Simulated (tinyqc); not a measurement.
Worked calculation: RHF in the sto-3g basis, for BeH2, spin multiplicity 1. Computed by tinyqc, a small Python program that keeps every step (integrals from PySCF). Settings: charge = 0, multiplicity = 1, basis = sto-3g, energy threshold = 1e-09, iteration cap = 64, orthogonalisation = canonical, start = core, DIIS depth = 8, DIIS from iteration = 2, method = RHF. Command: `OMP_NUM_THREADS=1 python tinyqc.py 21366 21367 out.jsonl` (the two numbers bound the seeds that draw the settings). One thread of a shared host (Intel(R) Xeon(R) Processor @ 2.60GHz), about 0.06 s of CPU time with the checks. Later iterations appear only in the table of the cycle.

## One-electron integrals

Geometry (angstrom):
```
atom       x        y       z
Be    0.0000   0.0000  0.0000
H     0.0000   1.7800  0.0000
H     0.0000  -1.7800  0.0000
```

Basis sto-3g: exponents (1/bohr^2) and contraction coefficients of normalised primitives:
```
element  l (shell)  exponent  coefficient
Be           s (1)   30.1679       0.1543
Be           s (1)    5.4951       0.5353
Be           s (1)    1.4872       0.4446
Be           s (2)    1.3148      -0.1000
Be           s (2)    0.3055       0.3995
Be           s (2)    0.0994       0.7001
Be           p (3)    1.3148       0.1559
Be           p (3)    0.3055       0.6077
Be           p (3)    0.0994       0.3920
H            s (1)    3.4253       0.1543
H            s (1)    0.6239       0.5353
H            s (1)    0.1689       0.4446
```

Overlap, kinetic and nuclear-attraction integrals over the contracted functions; the nuclear repulsion is the sum of Za Zb / Rab.

nuclear repulsion = 2.526970 hartree

overlap S, lower triangle:
```
         1Be 1s  1Be 2s  1Be 2px  1Be 2py  1Be 2pz   2H 1s   3H 1s
1Be 1s   1.0000
1Be 2s   0.2595  1.0000
1Be 2px  0.0000  0.0000   1.0000
1Be 2py  0.0000  0.0000   0.0000   1.0000
1Be 2pz  0.0000  0.0000   0.0000   0.0000   1.0000
2H 1s    0.0264  0.2979   0.0000   0.3831   0.0000  1.0000
3H 1s    0.0264  0.2979   0.0000  -0.3831   0.0000  0.0052  1.0000
```

kinetic energy T (hartree), lower triangle:
```
          1Be 1s  1Be 2s  1Be 2px  1Be 2py  1Be 2pz    2H 1s   3H 1s
1Be 1s    6.6940
1Be 2s   -0.0330  0.2111
1Be 2px   0.0000  0.0000   0.6606
1Be 2py   0.0000  0.0000   0.0000   0.6606
1Be 2pz   0.0000  0.0000   0.0000   0.0000   0.6606
2H 1s    -0.0078  0.0191   0.0000   0.0770   0.0000   0.7600
3H 1s    -0.0078  0.0191   0.0000  -0.0770   0.0000  -0.0028  0.7600
```

nuclear attraction V (hartree), lower triangle:
```
           1Be 1s   1Be 2s  1Be 2px  1Be 2py  1Be 2pz    2H 1s    3H 1s
1Be 1s   -15.1557
1Be 2s    -2.0535  -2.8973
1Be 2px    0.0000   0.0000  -2.8309
1Be 2py    0.0000   0.0000   0.0000  -2.9736
1Be 2pz    0.0000   0.0000   0.0000   0.0000  -2.8309
2H 1s     -0.2077  -0.7515   0.0000  -0.9386   0.0000  -2.5631
3H 1s     -0.2077  -0.7515   0.0000   0.9386   0.0000  -0.0165  -2.5631
```

core Hamiltonian H = T + V (hartree), lower triangle:
```
          1Be 1s   1Be 2s  1Be 2px  1Be 2py  1Be 2pz    2H 1s    3H 1s
1Be 1s   -8.4617
1Be 2s   -2.0866  -2.6862
1Be 2px   0.0000   0.0000  -2.1703
1Be 2py   0.0000   0.0000   0.0000  -2.3130
1Be 2pz   0.0000   0.0000   0.0000   0.0000  -2.1703
2H 1s    -0.2155  -0.7323   0.0000  -0.8616   0.0000  -1.8030
3H 1s    -0.2155  -0.7323   0.0000   0.8616   0.0000  -0.0193  -1.8030
```

## Two-electron integrals

Functions are numbered as in S; the eight-fold symmetry (ij|kl) = (ji|kl) = (kl|ij) leaves the list below.

Two-electron integrals (ij|kl) in chemists' order, unique and non-zero (hartree):
```
(11|11) 2.2988     (21|11) 0.3920     (21|21) 0.0795     (22|11) 0.5710
(22|21) 0.1430     (22|22) 0.4177     (31|31) 0.0146     (32|31) 0.0219
(32|32) 0.0923     (33|11) 0.5696     (33|21) 0.1431     (33|22) 0.4176
(33|33) 0.4499     (41|41) 0.0146     (42|41) 0.0219     (42|42) 0.0923
(43|43) 0.0242     (44|11) 0.5696     (44|21) 0.1431     (44|22) 0.4176
(44|33) 0.4014     (44|44) 0.4499     (51|51) 0.0146     (52|51) 0.0219
(52|52) 0.0923     (53|53) 0.0242     (54|54) 0.0242     (55|11) 0.5696
(55|21) 0.1431     (55|22) 0.4176     (55|33) 0.4014     (55|44) 0.4014
(55|55) 0.4499     (61|11) 0.0394     (61|21) 0.0080     (61|22) 0.0145
(61|33) 0.0144     (61|41) 0.0007     (61|42) 0.0013     (61|44) 0.0147
(61|55) 0.0144     (61|61) 0.0008     (62|11) 0.1236     (62|21) 0.0316
(62|22) 0.1044     (62|33) 0.1002     (62|41) 0.0041     (62|42) 0.0276
(62|44) 0.1129     (62|55) 0.1002     (62|61) 0.0035     (62|62) 0.0439
(63|31) 0.0025     (63|32) 0.0126     (63|43) 0.0044     (63|63) 0.0034
(64|11) 0.1443     (64|21) 0.0372     (64|22) 0.1284     (64|33) 0.1210
(64|41) 0.0064     (64|42) 0.0423     (64|44) 0.1431     (64|55) 0.1210
(64|61) 0.0043     (64|62) 0.0605     (64|64) 0.0850     (65|51) 0.0025
(65|52) 0.0126     (65|54) 0.0044     (65|65) 0.0034     (66|11) 0.2969
(66|21) 0.0770     (66|22) 0.2863     (66|33) 0.2670     (66|41) 0.0100
(66|42) 0.0921     (66|44) 0.3244     (66|55) 0.2670     (66|61) 0.0086
(66|62) 0.1621     (66|64) 0.2342     (66|66) 0.7746     (71|11) 0.0394
(71|21) 0.0080     (71|22) 0.0145     (71|33) 0.0144     (71|41) -0.0007
(71|42) -0.0013    (71|44) 0.0147     (71|55) 0.0144     (71|61) 0.0008
(71|62) 0.0030     (71|64) 0.0034     (71|66) 0.0072     (71|71) 0.0008
(72|11) 0.1236     (72|21) 0.0316     (72|22) 0.1044     (72|33) 0.1002
(72|41) -0.0041    (72|42) -0.0276    (72|44) 0.1129     (72|55) 0.1002
(72|61) 0.0030     (72|62) 0.0199     (72|64) 0.0232     (72|66) 0.0536
(72|71) 0.0035     (72|72) 0.0439     (73|31) 0.0025     (73|32) 0.0126
(73|43) -0.0044    (73|63) 0.0011     (73|73) 0.0034     (74|11) -0.1443
(74|21) -0.0372    (74|22) -0.1284    (74|33) -0.1210    (74|41) 0.0064
(74|42) 0.0423     (74|44) -0.1431    (74|55) -0.1210    (74|61) -0.0034
(74|62) -0.0232    (74|64) -0.0266    (74|66) -0.0627    (74|71) -0.0043
(74|72) -0.0605    (74|74) 0.0850     (75|51) 0.0025     (75|52) 0.0126
(75|54) -0.0044    (75|65) 0.0011     (75|75) 0.0034     (76|11) 0.0032
(76|21) 0.0008     (76|22) 0.0023     (76|33) 0.0022     (76|44) 0.0023
(76|55) 0.0022     (76|61) 8.07e-05   (76|62) 0.0006     (76|64) 0.0007
(76|66) 0.0016     (76|71) 8.07e-05   (76|72) 0.0006     (76|74) -0.0007
(76|76) 1.23e-05   (77|11) 0.2969     (77|21) 0.0770     (77|22) 0.2863
(77|33) 0.2670     (77|41) -0.0100    (77|42) -0.0921    (77|44) 0.3244
(77|55) 0.2670     (77|61) 0.0072     (77|62) 0.0536     (77|64) 0.0627
(77|66) 0.1486     (77|71) 0.0086     (77|72) 0.1621     (77|74) -0.2342
(77|76) 0.0016     (77|77) 0.7746
```

## Orthogonalisation

S = U s U^T; canonical form X = U s^(-1/2), so that X^T S X = 1. Each column of U has its largest component positive (the first on a tie).

eigenvalues of S: 0.4556  0.5231  0.9681  1.0000  1.0000  1.5140  1.5392

X:
```
               1        2        3       4       5       6        7
1Be 1s    0.0000  -0.4764   0.8660  0.0000  0.0000  0.3202   0.0000
1Be 2s    0.0000   0.9953  -0.0300  0.0000  0.0000  0.5636   0.0000
1Be 2px   0.0000   0.0000   0.0000  1.0000  0.0000  0.0000   0.0000
1Be 2py   1.0451   0.0000   0.0000  0.0000  0.0000  0.0000   0.5713
1Be 2pz   0.0000   0.0000   0.0000  0.0000  1.0000  0.0000   0.0000
2H 1s    -0.7426  -0.5890  -0.3756  0.0000  0.0000  0.3467   0.4020
3H 1s     0.7426  -0.5890  -0.3756  0.0000  0.0000  0.3467  -0.4020
```

Within a degenerate level the vectors are fixed only up to a rotation; this is one choice.

## Starting guess

The start is the orbitals of the core Hamiltonian; D = 2 C_occ C_occ^T.

D at the start, lower triangle:
```
          1Be 1s  1Be 2s  1Be 2px  1Be 2py  1Be 2pz    2H 1s   3H 1s
1Be 1s    2.1461
1Be 2s   -0.5609  2.1370
1Be 2px   0.0000  0.0000   0.0000
1Be 2py   0.0000  0.0000   0.0000   2.1517
1Be 2pz   0.0000  0.0000   0.0000   0.0000   0.0000
2H 1s     0.0079  0.0059   0.0000  -0.1058   0.0000   0.0053
3H 1s     0.0079  0.0059   0.0000   0.1058   0.0000  -0.0051  0.0053
```

## Iteration 1: building the Fock matrix

J_ij = sum D_kl (ij|kl), K_ij = sum D_kl (ik|jl); F = H + J - 0.5 K; E = tr D H + tr D J / 2 - 0.25 tr D K + E_nn.

Coulomb J (hartree), lower triangle:
```
         1Be 1s  1Be 2s  1Be 2px  1Be 2py  1Be 2pz   2H 1s   3H 1s
1Be 1s   6.8858
1Be 2s   1.3517  2.8077
1Be 2px  0.0000  0.0000   2.7723
1Be 2py  0.0000  0.0000   0.0000   2.8682
1Be 2pz  0.0000  0.0000   0.0000   0.0000   2.7723
2H 1s    0.1366  0.6802   0.0000   0.8293   0.0000  1.8053
3H 1s    0.1366  0.6802   0.0000  -0.8293   0.0000  0.0155  1.8053
```

exchange K (hartree), lower triangle:
```
         1Be 1s  1Be 2s  1Be 2px  1Be 2py  1Be 2pz    2H 1s   3H 1s
1Be 1s   4.6963
1Be 2s   0.8308  1.0934
1Be 2px  0.0000  0.0000   0.2547
1Be 2py  0.0000  0.0000   0.0000   1.1138
1Be 2pz  0.0000  0.0000   0.0000   0.0000   0.2547
2H 1s    0.0937  0.2951   0.0000   0.3220   0.0000   0.2313
3H 1s    0.0937  0.2951   0.0000  -0.3220   0.0000  -0.0032  0.2313
```

Fock matrix F (hartree), lower triangle:
```
          1Be 1s   1Be 2s  1Be 2px  1Be 2py  1Be 2pz    2H 1s    3H 1s
1Be 1s   -3.9241
1Be 2s   -1.1502  -0.4252
1Be 2px   0.0000   0.0000   0.4747
1Be 2py   0.0000   0.0000   0.0000  -0.0016
1Be 2pz   0.0000   0.0000   0.0000   0.0000   0.4747
2H 1s    -0.1257  -0.1996   0.0000  -0.1932   0.0000  -0.1133
3H 1s    -0.1257  -0.1996   0.0000   0.1932   0.0000  -0.0022  -0.1133
```

total energy of this density = -14.566243 hartree

## Iteration 1: diagonalisation and new density

Diagonalise F' = X^T F X, C = X C', fill 3 alpha and 3 beta electrons from the bottom; D = 2 C_occ C_occ^T. Each column has its largest component positive (the first on a tie).

F' = X^T F X (hartree), lower triangle:
```
        1       2        3       4       5        6        7
1  0.4755
2  0.0000  0.0258
3  0.0000  0.7982  -2.7616
4  0.0000  0.0000   0.0000  0.4747
5  0.0000  0.0000   0.0000  0.0000  0.4747
6  0.0000  0.4332  -1.5578  0.0000  0.0000  -1.1921
7  0.0670  0.0000   0.0000  0.0000  0.0000   0.0000  -0.2140
```

orbital energies (hartree): MO1 -3.9290, MO2 -0.2375, MO3 -0.2205, MO4 0.2388, MO5 0.4747, MO6 0.4747, MO7 0.4819

coefficients C:
```
             MO1      MO2      MO3      MO4     MO5      MO6      MO7
1Be 1s    0.9894  -0.2045   0.0000  -0.2424  0.0000   0.0000   0.0000
1Be 2s    0.0392   0.5986   0.0000   0.9744  0.0000   0.0000   0.0000
1Be 2px   0.0000   0.0000   0.0000   0.0000  0.9954  -0.0958   0.0000
1Be 2py   0.0000   0.0000   0.4686   0.0000  0.0000   0.0000   1.0950
1Be 2pz   0.0000   0.0000   0.0000   0.0000  0.0958   0.9954   0.0000
2H 1s    -0.0043   0.4276   0.4713  -0.6521  0.0000   0.0000  -0.7006
3H 1s    -0.0043   0.4276  -0.4713  -0.6521  0.0000   0.0000   0.7006
```

D after iteration 1, lower triangle:
```
          1Be 1s  1Be 2s  1Be 2px  1Be 2py  1Be 2pz    2H 1s   3H 1s
1Be 1s    2.0415
1Be 2s   -0.1671  0.7196
1Be 2px   0.0000  0.0000   0.0000
1Be 2py   0.0000  0.0000   0.0000   0.4391
1Be 2pz   0.0000  0.0000   0.0000   0.0000   0.0000
2H 1s    -0.1833  0.5116   0.0000   0.4417   0.0000   0.8101
3H 1s    -0.1833  0.5116   0.0000  -0.4417   0.0000  -0.0785  0.8101
```

Within a degenerate level the vectors are fixed only up to a rotation; this is one choice.

## Iteration 2: building the Fock matrix

As before.

Coulomb J (hartree), lower triangle:
```
         1Be 1s  1Be 2s  1Be 2px  1Be 2py  1Be 2pz   2H 1s   3H 1s
1Be 1s   6.1824
1Be 2s   1.1886  2.4952
1Be 2px  0.0000  0.0000   2.4321
1Be 2py  0.0000  0.0000   0.0000   2.6112
1Be 2pz  0.0000  0.0000   0.0000   0.0000   2.4321
2H 1s    0.1202  0.6780   0.0000   0.8591   0.0000  2.1535
3H 1s    0.1202  0.6780   0.0000  -0.8591   0.0000  0.0139  2.1535
```

exchange K (hartree), lower triangle:
```
         1Be 1s  1Be 2s  1Be 2px  1Be 2py  1Be 2pz    2H 1s   3H 1s
1Be 1s   4.6155
1Be 2s   0.8130  0.7629
1Be 2px  0.0000  0.0000   0.1365
1Be 2py  0.0000  0.0000   0.0000   0.7630
1Be 2pz  0.0000  0.0000   0.0000   0.0000   0.1365
2H 1s    0.0830  0.4518   0.0000   0.5330   0.0000   1.0662
3H 1s    0.0830  0.4518   0.0000  -0.5330   0.0000  -0.0079  1.0662
```

Fock matrix F (hartree), lower triangle:
```
          1Be 1s   1Be 2s  1Be 2px  1Be 2py  1Be 2pz    2H 1s    3H 1s
1Be 1s   -4.5871
1Be 2s   -1.3045  -0.5725
1Be 2px   0.0000   0.0000   0.1936
1Be 2py   0.0000   0.0000   0.0000  -0.0832
1Be 2pz   0.0000   0.0000   0.0000   0.0000   0.1936
2H 1s    -0.1368  -0.2802   0.0000  -0.2690   0.0000  -0.1826
3H 1s    -0.1368  -0.2802   0.0000   0.2690   0.0000  -0.0014  -0.1826
```

total energy of this density = -15.436597 hartree

## Iteration 2: diagonalisation and new density

As before.

F' = X^T F X (hartree), lower triangle:
```
        1       2        3       4       5        6        7
1  0.5444
2  0.0000  0.0047
3  0.0000  0.9754  -3.2595
4  0.0000  0.0000   0.0000  0.1936
5  0.0000  0.0000   0.0000  0.0000  0.1936
6  0.0000  0.4778  -1.7633  0.0000  0.0000  -1.4469
7  0.0607  0.0000   0.0000  0.0000  0.0000   0.0000  -0.3329
```

orbital energies (hartree): MO1 -4.5904, MO2 -0.3853, MO3 -0.3371, MO4 0.1936, MO5 0.1936, MO6 0.2740, MO7 0.5486

coefficients C:
```
             MO1      MO2      MO3      MO4     MO5      MO6      MO7
1Be 1s    0.9920  -0.2089   0.0000   0.0000  0.0000  -0.2273   0.0000
1Be 2s    0.0301   0.6456   0.0000   0.0000  0.0000   0.9442   0.0000
1Be 2px   0.0000   0.0000   0.0000   0.9778  0.2096   0.0000   0.0000
1Be 2py   0.0000   0.0000   0.4982   0.0000  0.0000   0.0000   1.0819
1Be 2pz   0.0000   0.0000   0.0000  -0.2096  0.9778   0.0000   0.0000
2H 1s    -0.0039   0.3953   0.4521   0.0000  0.0000  -0.6723  -0.7132
3H 1s    -0.0039   0.3953  -0.4521   0.0000  0.0000  -0.6723   0.7132
```

D after iteration 2, lower triangle:
```
          1Be 1s  1Be 2s  1Be 2px  1Be 2py  1Be 2pz    2H 1s   3H 1s
1Be 1s    2.0556
1Be 2s   -0.2101  0.8355
1Be 2px   0.0000  0.0000   0.0000
1Be 2py   0.0000  0.0000   0.0000   0.4964
1Be 2pz   0.0000  0.0000   0.0000   0.0000   0.0000
2H 1s    -0.1729  0.5102   0.0000   0.4505   0.0000   0.7213
3H 1s    -0.1729  0.5102   0.0000  -0.4505   0.0000  -0.0962  0.7213
```

Within a degenerate level the vectors are fixed only up to a rotation; this is one choice.

## Iteration 7 (converged): orbitals

converged F (hartree), lower triangle:
```
          1Be 1s   1Be 2s  1Be 2px  1Be 2py  1Be 2pz    2H 1s    3H 1s
1Be 1s   -4.5431
1Be 2s   -1.2922  -0.5699
1Be 2px   0.0000   0.0000   0.2116
1Be 2py   0.0000   0.0000   0.0000  -0.0779
1Be 2pz   0.0000   0.0000   0.0000   0.0000   0.2116
2H 1s    -0.1363  -0.2798   0.0000  -0.2690   0.0000  -0.1828
3H 1s    -0.1363  -0.2798   0.0000   0.2690   0.0000   0.0008  -0.1828
```

As before.

F' = X^T F X (hartree), lower triangle:
```
        1       2        3       4       5        6        7
1  0.5476
2  0.0000  0.0066
3  0.0000  0.9682  -3.2272
4  0.0000  0.0000   0.0000  0.2116
5  0.0000  0.0000   0.0000  0.0000  0.2116
6  0.0000  0.4719  -1.7458  0.0000  0.0000  -1.4361
7  0.0653  0.0000   0.0000  0.0000  0.0000   0.0000  -0.3320
```

orbital energies (hartree): MO1 -4.5464, MO2 -0.3847, MO3 -0.3368, MO4 0.2116, MO5 0.2116, MO6 0.2745, MO7 0.5525

coefficients C:
```
             MO1      MO2      MO3     MO4      MO5      MO6      MO7
1Be 1s    0.9920  -0.2097   0.0000  0.0000   0.0000  -0.2266   0.0000
1Be 2s    0.0300   0.6480   0.0000  0.0000   0.0000   0.9426   0.0000
1Be 2px   0.0000   0.0000   0.0000  0.9939  -0.1106   0.0000   0.0000
1Be 2py   0.0000   0.0000   0.4928  0.0000   0.0000   0.0000   1.0844
1Be 2pz   0.0000   0.0000   0.0000  0.1106   0.9939   0.0000   0.0000
2H 1s    -0.0037   0.3936   0.4557  0.0000   0.0000  -0.6732  -0.7109
3H 1s    -0.0037   0.3936  -0.4557  0.0000   0.0000  -0.6732   0.7109
```

D after iteration 7, lower triangle:
```
          1Be 1s  1Be 2s  1Be 2px  1Be 2py  1Be 2pz    2H 1s   3H 1s
1Be 1s    2.0562
1Be 2s   -0.2122  0.8415
1Be 2px   0.0000  0.0000   0.0000
1Be 2py   0.0000  0.0000   0.0000   0.4856
1Be 2pz   0.0000  0.0000   0.0000   0.0000   0.0000
2H 1s    -0.1724  0.5099   0.0000   0.4491   0.0000   0.7251
3H 1s    -0.1724  0.5099   0.0000  -0.4491   0.0000  -0.1054  0.7251
```

Within a degenerate level the vectors are fixed only up to a rotation; this is one choice.

## Convergence

Stop when the energy changes by less than 1e-09 hartree and every element of the error matrix X^T (F D S - S D F) X is below 9e-06.

Course of the cycle:
```
iteration  E (hartree)     change  largest element of the error matrix
1           -14.566243          -                             6.78e-01
2           -15.436597  -8.70e-01                             7.55e-02
3           -15.441190  -4.59e-03                             7.08e-03
4           -15.441226  -3.62e-05                             1.38e-03
5           -15.441230  -3.40e-06                             1.26e-04
6           -15.441230  -2.36e-08                             1.72e-07
7           -15.441230  -3.55e-14                             1.83e-11
```

PySCF RHF in the same basis = -15.441230 hartree

Converged in 7 iterations.

## Populations, bond orders and dipole

Mulliken: Z minus the diagonal of D S on the atom; Loewdin: the same with S^(1/2) D S^(1/2); Mayer order: 2 sum_s sum (D(s) S)_ij (D(s) S)_ji over the two atoms.

Charges (e):
```
atom  Mulliken  Loewdin
1Be     0.0880   0.0782
2H     -0.0440  -0.0391
3H     -0.0440  -0.0391
```

Mayer bond orders:
```
pair   order
2-1   0.9821
3-1   0.9821
3-2   0.0160
```

dipole moment about the origin, x y z (debye): 0.0000  0.0000  0.0000
